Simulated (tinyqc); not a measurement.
# Worked calculation: bulk transistor, scale length and short-channel effects

tinyqc, about 0.01 s, one thread, Intel Xeon 2.30GHz (shared host): `OMP_NUM_THREADS=1 python tinyqc.py 2420090 2420091 out.jsonl` Printed values are rounded.

A gate, an insulator of thickness ti and a depleted layer of depth ts on a conducting body. Below threshold the potential that source and drain add obeys Laplace's equation and vanishes on the gate and at the bottom of the depleted layer. Its lowest mode decays along the channel as exp(-k y); k is the smallest positive root of the matching condition at the interface, and the scale length is Lambda = pi/k.

Values chosen for this exercise; permittivities: semiconductor close to that of In0.53Ga0.47As, insulator close to that of silicon dioxide:
```
symbol  value  unit                                     meaning
T         300     K                                 temperature
eps_r    13.9        relative permittivity of the semiconductor
ei        3.8            relative permittivity of the insulator
ti        1.3    nm                         insulator thickness
ts         27    nm                             depletion depth
L          53    nm                              channel length
Vbi      0.94     V                     potential of the source
sT       0.73     V   potential of the barrier top at threshold
VTL      0.42     V                      long-channel threshold
m        1.18                          long-channel body factor
Vds       0.8     V                               drain voltage
```

Constants: q = 1.602176634e-19 C, kB = 1.380649e-23 J/K, Vt = kB T/q. Results are converted to the units shown.

## Scan of the matching condition

k, point 0 to 7 (1/nm): 0.015  0.03  0.045  0.06  0.075  0.09  0.105  0.12

f(k) = eps_r sin(k ti) cos(k ts) + ei cos(k ti) sin(k ts).

f(k), point 0 to 7: 1.74609  3.12388  3.83900  3.73059  2.80483  1.23576  -0.66704  -2.51798

The first change of sign lies between k = 0.09 and 0.105 1/nm.

## Iteration 1: decay constant by Newton steps

k at the start = 0.105 1/nm

f(k) = eps_r sin(k ti) cos(k ts) + ei cos(k ti) sin(k ts); f' by a central difference with +/- 1e-5 1/nm; k(new) = k - f/f'.

f = -0.667042
f' = -129.589 nm
k after iteration 1 = 0.0998526 1/nm

## Iteration 2: decay constant by Newton steps

As before.

f = 3.20650e-4
f' = -129.185 nm
k after iteration 2 = 0.0998551 1/nm

## Course of the iteration: decay constant by Newton steps

Stop when k changes by less than 1e-10 1/nm, or after 30 iterations.

Course of the iteration:
```
iteration   k (1/nm)  |change| (1/nm)
1          0.0998526          5.15e-3
2          0.0998551          2.48e-6
3          0.0998551         9.24e-12
```

Converged in 3 iterations. The change falls from 0.0051 in the first iteration to below the tolerance in the last.

## Scale length against simple estimates

k = 0.0998551 1/nm

Lambda = pi/k and l = 1/k. A parabolic potential across the structure gives l(parabolic) = sqrt((eps_r/ei) ts ti).

Lambda = 31.4615 nm
l = 10.0145 nm
l(parabolic) = 11.3310 nm

The parabolic estimate is 13 % above l.

## Threshold shift, barrier position and swing

Along the channel psi(y) = s + a exp(y/l) + b exp(-y/l) with psi(0) = Vbi, psi(L) = Vbi + Vds and l = 1/k = Lambda/pi; with A = Vbi - s, B = A + Vds, x = exp(-L/l): a = (B - A x) x/(1 - x^2), b = (A - B x)/(1 - x^2). The minimum is s + 2 sqrt(a b), at y = (l/2) ln(b/a). The long-channel potential follows the gate as s = sT + (Vg - VTL)/m, and the threshold VT is the gate voltage at which the minimum equals sT. Swing = m Vt ln 10/g at threshold, g = d(minimum)/ds = 1 - (b x + a)/((1 + x) sqrt(a b)).

s at threshold = 0.651282 V
a = 0.00546916 V
b = 0.283249 V
position of the minimum = 19.7646 nm
VT = 0.327113 V
swing = 85.0664 mV/decade

The threshold lies 92.9 mV below the long-channel value, and the barrier top sits at 0.37 L from the source.
